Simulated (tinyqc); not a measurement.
G0W0 on RHF in the sto-3g basis, for BeH2, spin multiplicity 1, step by step. One step of it, computed by the program tinyqc.

Task: G0W0 on Hartree-Fock: LUMO. W(p,q,m) = sqrt2 sum_ia (pq|ia) (X+Y)_ia,m; Sigma_c(x) = sum_(i,m) W^2/(x - e_i + w_m) + sum_(a,m) W^2/(x - e_a - w_m); solve x = e_p + Sigma_c(x) by Newton steps; Z = 1/(1 - dSigma/dx); 1 hartree = 27.211386 eV.

orbital energies (hartree): MO1 -4.517716, MO2 -0.467303, MO3 -0.433024, MO4 0.210265, MO5 0.210298, MO6 0.487846, MO7 1.019344

Two-electron integrals over orbitals (pq|rs), unique and non-zero (hartree):
```
p,q,r,s,(pq|rs)
1,1,1,1,2.271439
2,1,1,1,-0.203238
2,1,2,1,0.027879
2,2,1,1,0.496928
2,2,2,1,-0.007108
2,2,2,2,0.404893
3,1,3,1,0.006359
3,2,3,1,0.015167
3,2,3,2,0.165479
3,3,1,1,0.468334
3,3,2,1,-0.002962
3,3,2,2,0.418358
3,3,3,3,0.441398
4,1,1,1,0.003058
4,1,2,1,-0.000375
4,1,2,2,0.000309
4,1,3,3,0.000179
4,1,4,1,0.015771
4,2,1,1,-0.001078
4,2,2,1,0.000141
4,2,2,2,0.000919
4,2,3,3,0.000829
4,2,4,1,0.015418
4,2,4,2,0.050121
4,3,3,1,-4.16e-06
4,3,3,2,0.000835
4,3,4,3,0.015232
4,4,1,1,0.569156
4,4,2,1,-0.008307
4,4,2,2,0.373384
4,4,3,3,0.361694
4,4,4,1,-0.000420
4,4,4,2,-0.001850
4,4,4,4,0.449886
5,1,5,1,0.015768
5,2,5,1,0.015422
5,2,5,2,0.050122
5,3,5,3,0.015225
5,4,5,1,-0.000260
5,4,5,2,-0.000678
5,4,5,4,0.024258
5,5,1,1,0.569170
5,5,2,1,-0.008306
5,5,2,2,0.373400
5,5,3,3,0.361700
5,5,4,1,0.000099
5,5,4,2,-0.000494
5,5,4,4,0.401357
5,5,5,5,0.449859
6,1,1,1,-0.175336
6,1,2,1,0.024744
6,1,2,2,-0.007000
6,1,3,3,-0.004437
6,1,4,1,-0.000128
6,1,4,2,0.000288
6,1,4,4,-0.004383
6,1,5,5,-0.004375
6,1,6,1,0.022261
6,2,1,1,0.103426
6,2,2,1,-0.006805
6,2,2,2,-0.027572
6,2,3,3,-0.050122
6,2,4,1,0.000272
6,2,4,2,-0.000158
6,2,4,4,0.048020
6,2,5,5,0.048047
6,2,6,1,-0.003427
6,2,6,2,0.076514
6,3,3,1,-0.003410
6,3,3,2,-0.095820
6,3,4,3,-0.000680
6,3,6,3,0.083154
6,4,1,1,0.001228
6,4,2,1,0.000035
6,4,2,2,0.000388
6,4,3,3,-0.000112
6,4,4,1,0.016293
6,4,4,2,0.047542
6,4,4,4,-0.000597
6,4,5,5,0.000376
6,4,6,1,0.000267
6,4,6,2,0.001479
6,4,6,4,0.051045
6,5,5,1,0.016302
6,5,5,2,0.047576
6,5,5,4,-0.000487
6,5,6,5,0.051076
6,6,1,1,0.478549
6,6,2,1,-0.006432
6,6,2,2,0.402134
6,6,3,3,0.413104
6,6,4,1,0.000648
6,6,4,2,0.002023
6,6,4,4,0.370622
6,6,5,5,0.370665
6,6,6,1,-0.005759
6,6,6,2,-0.037349
6,6,6,4,0.001346
6,6,6,6,0.416156
7,1,3,1,0.011700
7,1,3,2,0.021096
7,1,4,3,-0.000058
7,1,6,3,-0.002783
7,1,7,1,0.022078
7,2,3,1,0.003117
7,2,3,2,-0.045837
7,2,4,3,-0.000868
7,2,6,3,0.061094
7,2,7,1,0.006936
7,2,7,2,0.056522
7,3,1,1,0.136047
7,3,2,1,-0.005427
7,3,2,2,-0.008135
7,3,3,3,-0.023011
7,3,4,1,-0.000072
7,3,4,2,-0.001277
7,3,4,4,0.055914
7,3,5,5,0.055910
7,3,6,1,-0.003099
7,3,6,2,0.071691
7,3,6,4,0.000426
7,3,6,6,-0.028761
7,3,7,3,0.081261
7,4,3,1,-0.000245
7,4,3,2,-0.002184
7,4,4,3,0.013850
7,4,6,3,0.001264
7,4,7,1,-0.000394
7,4,7,2,0.000304
7,4,7,4,0.016413
7,5,5,3,0.013859
7,5,7,5,0.016379
7,6,3,1,0.011729
7,6,3,2,0.143422
7,6,4,3,0.000968
7,6,6,3,-0.096734
7,6,7,1,0.016293
7,6,7,2,-0.058016
7,6,7,4,-0.001892
7,6,7,6,0.141804
7,7,1,1,0.584769
7,7,2,1,-0.009466
7,7,2,2,0.435428
7,7,3,3,0.454655
7,7,4,1,0.000059
7,7,4,2,0.000152
7,7,4,4,0.394332
7,7,5,5,0.394319
7,7,6,1,-0.009058
7,7,6,2,-0.041955
7,7,6,4,-0.000619
7,7,6,6,0.442245
7,7,7,3,-0.015948
7,7,7,7,0.497771
```

excitation energies w (hartree): 0.673057  0.673083  0.770956  0.771000  1.047759  1.061239  1.613226  1.630887  4.759477  4.759504  5.049897  5.581063

X + Y:
```
,1,2,3,4,5,6,7,8,9,10,11,12
1>4,0.000000,0.000000,-0.012392,0.000000,0.000000,-0.000250,0.000000,0.000041,0.996673,0.000000,-0.000845,0.000000
1>5,0.000000,0.000000,0.000000,-0.012396,0.000000,0.000000,0.000000,0.000000,0.000000,0.996674,0.000000,0.000000
1>6,0.000000,0.000000,-0.000211,0.000000,0.000000,0.001928,0.000000,0.003017,0.000896,0.000000,0.995598,0.000000
1>7,0.000037,0.000000,0.000000,0.000000,0.003066,0.000000,-0.004752,0.000000,0.000000,0.000000,0.000000,0.996046
2>4,0.000000,0.000000,0.937464,0.000000,0.000000,0.000963,0.000000,-0.001575,0.001888,0.000000,0.000030,0.000000
2>5,0.000000,0.000000,0.000000,0.937463,0.000000,0.000000,0.000000,0.000000,0.000000,0.001889,0.000000,0.000000
2>6,0.000000,0.000000,-0.000692,0.000000,0.000000,0.924140,0.000000,0.173003,0.000047,0.000000,-0.000545,0.000000
2>7,0.001910,0.000000,0.000000,0.000000,-0.230784,0.000000,0.941772,0.000000,0.000000,0.000000,0.000000,0.001432
3>4,0.977633,0.000000,0.000000,0.000000,-0.001697,0.000000,-0.001097,0.000000,0.000000,0.000000,0.000000,-0.000005
3>5,0.000000,0.977642,0.000000,0.000000,0.000000,0.000000,0.000000,0.000000,0.000000,0.000000,0.000000,0.000000
3>6,0.002879,0.000000,0.000000,0.000000,0.919727,0.000000,0.146380,0.000000,0.000000,0.000000,0.000000,-0.000330
3>7,0.000000,0.000000,0.003642,0.000000,0.000000,-0.264460,0.000000,0.919250,-0.000021,0.000000,-0.000792,0.000000
```

Give: The 12 largest terms at x = e_p; Newton steps; quasiparticle energy of the LUMO; Hartree-Fock value.

Result:

The 12 largest terms at x = e_p (hartree; W for the signs of X + Y given):
```
q,m,W,term
4,8,0.084,-4.37e-03
6,3,0.063,-3.75e-03
2,3,0.066,3.02e-03
4,6,0.042,-1.65e-03
3,1,0.021,3.37e-04
7,1,0.019,-2.48e-04
6,9,0.023,-1.06e-04
2,9,0.022,8.79e-05
1,3,0.020,7.39e-05
1,9,0.022,5.23e-05
4,11,-0.006,-7.79e-06
4,3,-2.20e-03,-6.30e-06
```

Newton steps (hartree):
```
step,x,Sigma_c(x),Z
0,0.210,-0.007,0.990
1,0.204,-0.007,0.990
2,0.204,-0.007,0.990
```

quasiparticle energy of the LUMO = 5.545 eV

Hartree-Fock value = 5.722 eV
